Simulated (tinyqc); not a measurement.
Single-photon avalanche diode, trigger probability and counting: one step of the calculation.

A multiplication layer of width W with the uniform field V/W; alpha = an exp(-bn/E) for electrons, beta = ap exp(-bp/E) for holes (local model, no dead space). a = alpha W, b = beta W. Electrons enter at x = 0, holes at x = W. P0 is the probability that an electron entering at 0 starts a lasting avalanche, PW the same for a hole entering at W.

Task. Ionisation integrals at and above breakdown. Breakdown: ln(a/b) = a - b with a not equal to b. VB is given; V = VB + Vx.

Values chosen for this exercise; ionisation coefficients close to those of indium phosphide: electron prefactor an = 1.15e7 1/cm; electron field bn = 3.02 MV/cm; hole prefactor ap = 4.89e6 1/cm; hole field bp = 2.53 MV/cm; width of the multiplication layer W = 1 um; excess bias Vx = 6.3 V.

breakdown voltage VB = 41.892751 V

Find: E at VB; a at VB; b at VB; E at V; a; b.

Result.

E at VB = 0.4189 MV/cm
a at VB = 0.8510
b at VB = 1.165
E at V = 0.4819 MV/cm
a = 2.184
b = 2.567

At VB, ln(a/b) = -0.3145 equals a - b.

Computed by the program tinyqc: `OMP_NUM_THREADS=1 python tinyqc.py 2630035 2630036 out.jsonl`, one thread of a shared Intel Xeon 2.30GHz, about 0.01 s for the whole run.
